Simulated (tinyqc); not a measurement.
Junctionless gate-all-around wire, depletion approximation: one step of the calculation.

A uniformly doped n-type wire of radius R under a surrounding gate; long channel. Below flat band a shell from radius rc to R is fully depleted and the neutral core, at channel potential V (0 at the source, Vd at the drain), carries the current with constant mobility; s = (rc/R)^2 is the share of the cross-section that conducts. The edge of the depleted shell is taken as abrupt, so there is no subthreshold current.

Task. Core radius, conductance and current. s solves Vfb - Vg + V = A (1 - s + s ln s) + B (1 - s), and s = 0 where the left side exceeds A + B. I = (q mu Nd pi R^2/L)[g(s0) - g(sL)], g = A (s^2/4 - (s^2/2) ln s) + B s^2/2, with s0 at V = 0 and sL at V = Vd. rc = R sqrt(s0); the small-signal conductance at Vd = 0 is q mu Nd pi R^2 s0/L.

Inputs (values chosen for the exercise); material values those of a made-up semiconductor:
- R = 8 nm (wire radius)
- Nd = 6.6e18 cm^-3 (donor density)
- mu = 39 cm^2/(V s) (effective mobility in the wire)
- L = 0.1 um (gate length)
- Vd = 0.2 V (drain voltage)

Constants: q = 1.602176634e-19 C. Results are converted to the units shown.

s0 = 0.63324429
sL = 0.19179803
A = 0.21067757 V
B = 0.25545032 V

Give: rc at the source; conductance; I.

Result.

rc at the source = 6.366 nm
conductance = 5.251 uS
I = 0.6518 uA

tinyqc, about 0.01 s, one thread, Intel Xeon 2.30GHz (shared host): `OMP_NUM_THREADS=1 python tinyqc.py 2460093 2460094 out.jsonl`
